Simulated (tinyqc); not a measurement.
One-sided p+-n junction, ionisation integral and breakdown: one step of the calculation.

A p+ layer at x < 0 and an n drift layer from x = 0. Depletion approximation, built-in voltage neglected. Local ionisation coefficients alpha_n = an exp(-(bn/E)^mx), alpha_p = ap exp(-(bp/E)^mx). Electrons move towards +x, holes towards x = 0.

Problem. Field and ionisation coefficients on a grid. W = sqrt(2 eps0 eps_r V/(q N)), peak field E0 = q N W/(eps0 eps_r), falling linearly to 0 at W. Grid: 11 equal steps from 0 to fr W.

Values chosen for this exercise; material values close to those of 4H silicon carbide:
- eps_r = 9.77 (relative permittivity)
- an = 1.85e8 1/cm (prefactor of the electron ionisation coefficient)
- bn = 3.36e7 V/cm (field constant for electrons)
- ap = 3.49e8 1/cm (prefactor of the hole ionisation coefficient)
- bp = 2.35e7 V/cm (field constant for holes)
- mx = 1 (exponent)
- N = 1.5e17 cm^-3 (donor density of the drift layer)
- V = 164 V (reverse voltage)
- fr = 0.4 (share of the depleted width that the grid covers)

Constants: q = 1.602176634e-19 C, eps0 = 8.8541878128e-14 F/cm where lengths are in cm. Results are converted to the units shown.

Wanted: W; x; E; alpha_n; alpha_p.

Solution.

W = 1.0866 um

```
point   x (um)  E (kV/cm)  alpha_n (1/cm)  alpha_p (1/cm)
0      0.00000     3018.7          2711.2        1.4518e5
1      0.03951     2908.9          1781.3        1.0822e5
2      0.07902     2799.1          1132.5           78836
3      0.11853     2689.4          693.81           55964
4      0.15805     2579.6          407.71           38585
5      0.19756     2469.8          228.53           25738
6      0.23707     2360.1          121.38           16534
7      0.27658     2250.3          60.607           10173
8      0.31609     2140.5          28.182          5954.5
9      0.35560     2030.7          12.064          3289.4
10     0.39512     1921.0          4.6867          1698.0
11     0.43463     1811.2          1.6236          808.99
```

Computed by the program tinyqc: `OMP_NUM_THREADS=1 python tinyqc.py 2120047 2120048 out.jsonl`, one thread of a shared Intel Xeon 2.30GHz, about 0.05 s for the whole run.
